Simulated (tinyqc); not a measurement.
MP2 on RHF in the 6-31g basis, for H3-, spin multiplicity 1, step by step. The basis has no diffuse functions, so it cannot describe the extra electron: this is an exercise in the method, not the real anion. One step of it, computed by the program tinyqc.

Problem. Orthogonalisation. S = U s U^T; canonical form X = U s^(-1/2), so that X^T S X = 1. Each column of U has its largest component positive (the first on a tie).

overlap S, lower triangle:
```
          1H 1s     1H 2s     2H 1s     2H 2s     3H 1s     3H 2s
1H 1s  1.000000
1H 2s  0.658292  1.000000
2H 1s  0.281955  0.428293  1.000000
2H 2s  0.428293  0.768178  0.658292  1.000000
3H 1s  0.281955  0.428293  0.010346  0.118348  1.000000
3H 2s  0.428293  0.768178  0.118348  0.348215  0.658292  1.000000
```

Give: eigenvalues of S; X.

Solution.

eigenvalues of S: 0.0506  0.2550  0.4386  0.6354  1.3865  3.2340

X:
```
             1        2        3        4        5       6
1H 1s  -0.7948   0.0000   0.5942   1.0145   0.0000  0.2219
1H 2s   3.4167   0.0000  -0.5259   0.0967   0.0000  0.2955
2H 1s   0.2583  -0.8293   0.7654  -0.4815   0.4839  0.1690
2H 2s  -1.9149   1.1284  -0.4892  -0.1892   0.3556  0.2404
3H 1s   0.2583   0.8293   0.7654  -0.4815  -0.4839  0.1690
3H 2s  -1.9149  -1.1284  -0.4892  -0.1892  -0.3556  0.2404
```
